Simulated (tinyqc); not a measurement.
Against voltage: leakage through a gate insulator: direct, Fowler-Nordheim, trap-assisted and Poole-Frenkel currents. Computed by tinyqc, a small Python program. Command: `OMP_NUM_THREADS=1 python tinyqc.py 3007146 3007147 out.jsonl oxideleak walk`. One thread of a shared host (Intel(R) Xeon(R) Processor @ 2.30GHz), about 0.01 s of CPU time with the checks.

Electrons enter from the cathode Fermi level at x = 0; the conduction band of the insulator lies phi_b - e F x above it, F = V/t. WKB exponents use a parabolic band with mass m.

Inputs (values chosen for the exercise, with an insulator like HfO2):

| quantity | value | unit |
|---|---|---|
| thickness t | 2 | nm |
| barrier phi_b | 1.56 | eV |
| tunnelling mass m | 0.18 | m_0 |
| static constant eps_ox | 20.3 | - |
| trap depth phi_t | 1.3 | eV |
| trap density N_t | 2.8e+19 | cm^-3 |
| attempt rate nu_0 | 4e+12 | 1/s |
| activation of capture E_a | 0.19 | eV |
| temperature T | 300 | K |

Constants: e = 1.602176634e-19 C; hbar = 1.054571817e-34 J s; hbar^2/(2 m_0) = 3.80998212 eV angstrom^2; k_B = 8.617333262e-05 eV/K.

Method:
- For a level a distance phi(x) below the band, the WKB exponent is 2 int kappa dx with kappa = sqrt(m phi/(hbar^2/2m_0)); for a linear barrier from phi_1 down to phi_2 = max(phi_1 - e F d, 0) it is G = (4/3) sqrt(m/(hbar^2/2m_0)) (phi_1^(3/2) - phi_2^(3/2))/(e F).
- J_tun = e^3 F^2/(16 pi^2 hbar m phi_b) x exp(-G) / [1 - sqrt(phi_2/phi_b)]^2 with the free-electron mass in the cathode (m in m_0), phi_2 = max(phi_b - e V, 0): direct tunnelling for e V < phi_b, Fowler-Nordheim above. Image forces, back-flow and the limit on supply are left out, so J_tun is overstated below about 0.5 V.
- A trap at depth x lies phi_t below the band. Capture: tunnel at the cathode Fermi level from 0 to x (G_in from phi_1 = phi_b), rate nu_0 exp(-G_in - E_c/k_B T) with E_c = E_a + max(phi_b - phi_t - e F x, 0), the last term being the height of the trap above the cathode Fermi level. Emission: tunnel from the trap level to the anode (G_out from phi_1 = phi_t over t - x), rate nu_0 exp(-G_out - E_a/k_B T). Re-emission to the cathode follows from detailed balance, rate_back = rate_in exp(dE/k_B T) with dE = phi_b - phi_t - e F x. Each trap passes R = rate_in rate_out/(rate_in + rate_back + rate_out) electrons per second; filling from the anode is left out.
- J_TAT = e N_t int_0^t R dx by the midpoint rule on 400 intervals; the most effective depth is the midpoint with the largest R, rounded to 0.01 nm.

Currents:

| V (V) | F (MV/cm) | J_tun (A/cm^2) | J_TAT (A/cm^2) | best depth (nm) |
|---|---|---|---|---|
| 0.24 | 1.20 | 3.6350e+04 | 2.1115e-02 | 1.24 |
| 0.48 | 2.40 | 5.2172e+04 | 1.0792e+00 | 1.09 |
| 0.73 | 3.65 | 7.7304e+04 | 2.4695e+00 | 0.94 |
| 0.98 | 4.90 | 1.1668e+05 | 3.5150e+00 | 0.92 |
| 1.22 | 6.10 | 1.7591e+05 | 4.5898e+00 | 0.90 |
| 1.46 | 7.30 | 2.5994e+05 | 6.0390e+00 | 0.88 |
| 1.71 | 8.55 | 5.4350e+05 | 8.5789e+00 | 0.83 |
| 1.96 | 9.80 | 1.6579e+06 | 1.3162e+01 | 0.38 |
| 2.20 | 11.00 | 3.9164e+06 | 1.9676e+01 | 0.34 |

Tunnelling without traps rules in every row. Over the range J_tun grows by 2.0 decades and J_TAT by 3.0. The best depth moves towards the cathode as the field rises. The highest rows may lie beyond breakdown. Below about 0.5 V the formula for J_tun, which has no back-flow, overstates the current.

Extremes, crossings and ranges named in words are read from the listed rows.
